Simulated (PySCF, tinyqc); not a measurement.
MP2 on RHF in the sto-3g basis, for H4, spin multiplicity 1, step by step. The lowest restricted solution is unstable here: a spin-polarised one lies 0.1212 hartree lower (PySCF). One step of it, computed by the program tinyqc.

Task: Iteration 2 (converged): orbitals. Diagonalise F' = X^T F X, C = X C', fill 2 alpha and 2 beta electrons from the bottom; D = 2 C_occ C_occ^T. Each column has its largest component positive (the first on a tie).

converged F (hartree):
```
           1H 1s      2H 1s      3H 1s      4H 1s
1H 1s  -0.248239  -0.288699  -0.447194  -0.234990
2H 1s  -0.288699  -0.248239  -0.234990  -0.447194
3H 1s  -0.447194  -0.234990  -0.248239  -0.288699
4H 1s  -0.234990  -0.447194  -0.288699  -0.248239
```

X:
```
           1H 1s      2H 1s      3H 1s      4H 1s
1H 1s   1.135375  -0.215222  -0.228136   0.011482
2H 1s  -0.215222   1.135375   0.011482  -0.228136
3H 1s  -0.228136   0.011482   1.135375  -0.215222
4H 1s   0.011482  -0.228136  -0.215222   1.135375
```

Give: F' = X^T F X; orbital energies; coefficients C; D after iteration 2.

Result:

F' = X^T F X (hartree):
```
         1        2        3        4
1   0.0028  -0.2107  -0.4105   0.0150
2  -0.2107   0.0028   0.0150  -0.4105
3  -0.4105   0.0150   0.0028  -0.2107
4   0.0150  -0.4105  -0.2107   0.0028
```

orbital energies (hartree): MO1 -0.6034, MO2 -0.2120, MO3 0.1877, MO4 0.6389

coefficients C:
```
          MO1      MO2      MO3      MO4
1H 1s  0.3517   0.5555   0.5684   0.7951
2H 1s  0.3517  -0.5555   0.5684  -0.7951
3H 1s  0.3517   0.5555  -0.5684  -0.7951
4H 1s  0.3517  -0.5555  -0.5684   0.7951
```

D after iteration 2:
```
         1H 1s    2H 1s    3H 1s    4H 1s
1H 1s   0.8646  -0.3697   0.8646  -0.3697
2H 1s  -0.3697   0.8646  -0.3697   0.8646
3H 1s   0.8646  -0.3697   0.8646  -0.3697
4H 1s  -0.3697   0.8646  -0.3697   0.8646
```
